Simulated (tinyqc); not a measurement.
Inside a calculation. Model: Debye-Callaway model of lattice thermal conductivity. Computed by tinyqc, a small Python program that keeps every step. Command: `OMP_NUM_THREADS=1 python tinyqc.py 3028273 3028274 out.jsonl callaway walk`. One thread of a shared host (Intel(R) Xeon(R) Processor @ 2.30GHz), about 0.01 s of CPU time with the checks. Intermediate numbers are printed to about 7 digits and carried at full precision; extremes and crossings named in words are read from the listed rows.

Three acoustic branches with one velocity v, cut at omega_D = k_B Theta/hbar; x = hbar omega/(k_B T). v and Theta are separate inputs: Theta cuts off the heat-carrying modes, so C need not reach 3 k_B/V. gamma is an effective value that sets the umklapp rate.

Inputs (values chosen for the exercise, for a model crystal):

| quantity | value | unit |
|---|---|---|
| sound velocity v | 5820 | m/s |
| Debye temperature Theta | 618 | K |
| volume per atom V | 10.6 | angstrom^3 |
| mean atomic mass M | 75.9 | u |
| effective Grueneisen parameter gamma | 0.739 | - |
| umklapp exponent divisor b | 3 | - |
| vacancy fraction n_v | 3e-06 | - |
| Casimir length L | 3000 | micrometre |
| temperature T | 600 | K |
| probe frequency omega/omega_D | 0.39 | - |

Sample: crystal. Point defects: vacancies. Normal processes: left out.

Constants: k_B = 1.380649e-23 J/K; hbar = 1.054571817e-34 J s; u = 1.6605390666e-27 kg.

## Mass-fluctuation parameter

A vacancy counts as a mass defect Delta M/M = -3 (the missing mass and twice its bonds), so Gamma = 9 n_v. A = V Gamma/(4 pi v^3).

Gamma = 2.70e-05

Rayleigh coefficient A = 1.155289e-46 s^3

## Scattering rates at one frequency

Rates: point defects A omega^4; umklapp B omega^2 T exp(-Theta/(b T)) with B = hbar gamma^2/(M v^2 Theta). Boundaries: v/L. The resistive time is tau_R = 1/(boundary + point-defect + umklapp rates), and the free path is v tau_R.

omega = 3.155442e+13 rad/s

Rates:

| process | rate (1/s) | rate x tau_R |
|---|---|---|
| boundaries | 1940000 | 2.070926e-04 |
| point defects | 1.145333e+08 | 0.01222628 |
| umklapp | 9.251318e+09 | 0.9875666 |

tau_R = 1.067488e-10 s

free path = 621.2777 nm

The strongest resistive process at this frequency: umklapp, 99 % of the resistive rate.

## The integrand on a coarse grid

x runs in ten equal steps to min(Theta/T, 12); g = x^4 e^x/(e^x - 1)^2; tau_C is the inverse of all rates summed; the last column is c tau_C g with c = (k_B/(2 pi^2 v)) (k_B T/hbar)^3.

Integrand:

| x | g | tau_C (s) | c tau_C g (W/(m K)) |
|---|---|---|---|
| 0.103 | 0.0105996 | 1.637534e-09 | 1011.082 |
| 0.206 | 0.0422863 | 4.093633e-10 | 1008.356 |
| 0.309 | 0.0947249 | 1.812844e-10 | 1000.300 |
| 0.412 | 0.1673632 | 1.014147e-10 | 988.704 |
| 0.515 | 0.2594399 | 6.444402e-11 | 973.924 |
| 0.618 | 0.3699972 | 4.436524e-11 | 956.196 |
| 0.721 | 0.4978949 | 3.226395e-11 | 935.752 |
| 0.824 | 0.6418285 | 2.441580e-11 | 912.842 |
| 0.927 | 0.8003483 | 1.904127e-11 | 887.729 |
| 1.030 | 0.9718809 | 1.520297e-11 | 860.691 |

The integrand is largest at the lowest frequency shown, whose long lifetime outweighs its small heat capacity.

## Thermal conductivity

kappa_1 = c int tau_C g dx, g = x^4 e^x/(e^x - 1)^2, c = (k_B/(2 pi^2 v)) (k_B T/hbar)^3, over 0 < x < min(Theta/T, 40), by 96 Gauss-Legendre points in s with x = x_max s^2; tau_C = tau_R, the inverse of the summed rates, and kappa = kappa_1. Heat capacity C = 3 c int g dx / v^2; grey free path 3 kappa/(C v); the median free path v tau_C halves kappa_1 when the quadrature points are ordered by free path (each counted at half its weight, interpolated in the logarithm); likewise at 10 % and 90 %.

kappa_1 = 981.6683 W/(m K)

kappa = 981.6683 W/(m K)

heat capacity C = 1783168 J/(m^3 K)

grey free path = 283.7728 nm

median free path = 400.6162 nm

free path at 10 % of kappa_1 = 113.1533 nm

free path at 90 % of kappa_1 = 9106.301 nm

The median free path is 1.4 times the grey one. The middle 80 % of kappa_1 spans a factor 80 in free path.

## Leaving out one process at a time

The formulas are those given above.

Conductivity at T:

| case | kappa (W/(m K)) | ratio to all |
|---|---|---|
| all processes | 981.6683 | 1 |
| without point defects | 1007.374 | 1.026186 |
| without boundaries | 990.9108 | 1.009415 |
| without umklapp | 87704.32 | 89.34212 |

Removing umklapp raises kappa most, by a factor 89.3; removing boundaries gives only 1.01.

## Conductivity against temperature

The boundary limit is C v^2/(3 x boundary rate), with C = 3 c int g dx / v^2.

Kappa (W/(m K)):

| T (K) | all processes | without point defects | boundary limit |
|---|---|---|---|
| 6.2 | 832.1399 | 860.5844 | 860.5844 |
| 12 | 4898.445 | 6239.676 | 6239.678 |
| 22 | 16854.94 | 38259.94 | 38449.12 |
| 37 | 31700.68 | 105209.7 | 182864.8 |
| 62 | 25873.28 | 46251.28 | 836834.0 |
| 110 | 10498.29 | 13546.95 | 3295416 |
| 190 | 4630.530 | 5235.834 | 6791007 |
| 310 | 2328.464 | 2477.238 | 9038126 |
| 490 | 1268.487 | 1311.691 | 1.011414e+07 |
| 800 | 690.6702 | 703.3078 | 1.061740e+07 |

kappa peaks among these rows at 37 K (T/Theta = 0.060) with 31700 W/(m K). The exponent d ln kappa/d ln T is 2.68 at the cold end and -1.24 at the hot end, near the 1/T law of umklapp scattering, which rules there. Point defects cost most at 37 K, a factor 3.32.

Checks made by the program: heat capacity against the Debye function (relative difference below 1e-10).
